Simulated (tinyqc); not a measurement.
Loss and coupling from a measured resonance.

Problem. An all-pass ring of radius Rr has F = FSR/FWHM = pi sqrt(a t)/(1 - a t) and Tmin = (a - t)^2/(1 - a t)^2; it is known to be undercoupled (t > a). a = 10^(-al L/20), L = 2 pi Rr, k2 = 1 - t^2, FSR = lam^2/(ng L). Find ng, al and k2.

Inputs (values chosen for the exercise):
```
symbol  value  unit                    meaning
lam      1310    nm  cold resonance wavelength
Rr         15    um                ring radius
```

FSR = 4.540744769 nm
FWHM = 102.3589106 pm
Tmin (linear) = 0.1437757915

Answer. The finesse gives the product a t, Tmin the difference |a - t|; the spectrum alone cannot tell which is which.

ng = 4.010
al = 45.00 dB/cm
k2 = 0.04300

Program tinyqc, `OMP_NUM_THREADS=1 python tinyqc.py 2650113 2650114 out.jsonl`; Intel Xeon 2.30GHz, shared host, one thread, about 0.01 s.
